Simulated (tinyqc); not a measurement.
Changing the aspect ratio of the trench: chemical vapour deposition: Grove model, boundary layer, depletion and step coverage. Computed by tinyqc, a small Python program. Command: `OMP_NUM_THREADS=1 python tinyqc.py 3024166 3024167 out.jsonl cvd sweep`. One thread of a shared host (Intel(R) Xeon(R) Processor @ 2.30GHz), about 0.03 s of CPU time with the checks.

A precursor diffuses to the surface and reacts there at first order; each molecule that reacts adds one formula unit of film.

Inputs (values chosen for the exercise, close to those used for silicon nitride (counted as SiN4/3)): prefactor k0 of k_s = 5.4e+08 cm/s; activation energy E = 1.73 eV; temperature T = 780 C; total pressure p = 190 torr; mole fraction of the precursor Y = 0.0012; gas diffusivity D0 at 273.15 K and 760 torr = 0.25 cm^2/s; precursor mass M = 101 u; trench width w = 0.04 um.

Reactor: horizontal, reduced pressure.

Constants: k_B = 1.380649e-23 J/K; u = 1.6605390666e-27 kg; k_B = 8.617333262e-05 eV/K.

Method:
- k_s = k0 exp(-E/(k_B T)); C_g = Y p/(k_B T), 1 torr = 133.322 Pa; D = D0 (T/273.15)^1.75 (760/p).
- Temperatures in kelvin are T(C) + 273.15.
- Mean speed c = sqrt(8 k_B T/(pi M)); reactive sticking probability beta = 4 k_s/c.
- In a long trench of width w and depth l = aspect ratio x w: Knudsen diffusivity D_K = (2w) c/3 (hydraulic diameter 2w), combined as 1/D_e = 1/D_K + 1/D; D_e d2C/dz2 = 2 k_s C/w with D_e dC/dz = -k_s C at the floor. With m = sqrt(2 k_s/(w D_e)): C(floor)/C(top) = 1/[cosh(m l) + (k_s/(D_e m)) sinh(m l)].

One run for each value:
```
aspect ratio of the trench  step coverage  modulus m l
2.0                               0.99945       0.0271
3.7                               0.99841       0.0501
7.0                               0.99488       0.0948
13.0                              0.98352       0.1761
24.0                              0.94734       0.3252
46.0                              0.82980       0.6233
86.0                              0.56526       1.1653
160.0                             0.22439       2.1679
300.0                             0.03409       4.0648
```

Over the rows, step coverage falls from 0.999 to 0.0341 (exponent d ln y / d ln x -0.0017 between the first rows and -3.0 between the last); modulus m l rises from 0.0271 to 4.06 (exponent d ln y / d ln x about 1.00 throughout). The exponent of modulus m l stays at 1: the modulus is proportional to depth. Coverage stays near 1 while m l is below about 0.3 and falls as 1/cosh(m l) beyond.

Caution (all rows): the hydraulic-diameter form of D_K is rough for a slit.
